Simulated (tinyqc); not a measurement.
Worked calculation: lattice vibrations of a chain. Computed by tinyqc, a small Python program that keeps every step. Command: `OMP_NUM_THREADS=1 python tinyqc.py 30610 30611 out.jsonl` (the two numbers bound the seeds that draw the settings). One thread of a shared host (Intel(R) Xeon(R) Processor @ 2.60GHz), about 0.01 s of CPU time with the checks.

## Dynamical matrix at q = 0.07

A chain moving along its axis:
```
atom  mass (u)  spring to the next atom (eV/angstrom^2)
1      16.0000                                  22.0000
2      29.7000                                  25.1000
```

q is in units of 2 pi/a. A spring k from atom i to atom j, n cells on, adds k to Phi_ii and Phi_jj, -k exp(2 pi i q n) to Phi_ij and the conjugate to Phi_ji (for one atom a cell: 2k (1 - cos 2 pi q n)); D_ij = Phi_ij / sqrt(m_i m_j).

D(q) (eV/(angstrom^2 u)):
```
                 1                2
1           2.9438  -2.0511+0.4903i
2  -2.0511-0.4903i           1.5859
```

## Frequencies

omega^2 are the eigenvalues; wavenumber = 521.4708 sqrt(eigenvalue) 1/cm.

eigenvalues: 0.0494  4.4802

wavenumbers (1/cm): 115.9  1103.8

weights |e|^2 of the mass-weighted modes:
```
        mode 1  mode 2
atom 1  0.3468  0.6532
atom 2  0.6532  0.3468
```

## Dispersion and heat capacity

C/k_B per atom = mean over q = (j + 1/2)/80, j = 0..39 and all branches of y^2 e^y/(e^y - 1)^2, y = hc wavenumber / k_B T.

Wavenumbers (1/cm):
```
q       branch 1   branch 2
0.0000    0.0000  1109.8400
0.0625  103.5076  1105.0027
0.1250  205.7175  1090.6077
0.1875  305.2531  1067.0358
0.2500  400.5195  1035.0502
0.3125  489.3640   996.1263
0.3750  568.1141   953.4103
0.4375  628.7067   914.5888
0.5000  653.6352   896.9424
```

Heat capacity:
```
T (K)  C/k_B per atom
20             0.0276
50             0.0693
100            0.1416
200            0.3000
300            0.4622
600            0.7699
1200           0.9310
```

zero-point energy per atom = 43.4023 meV
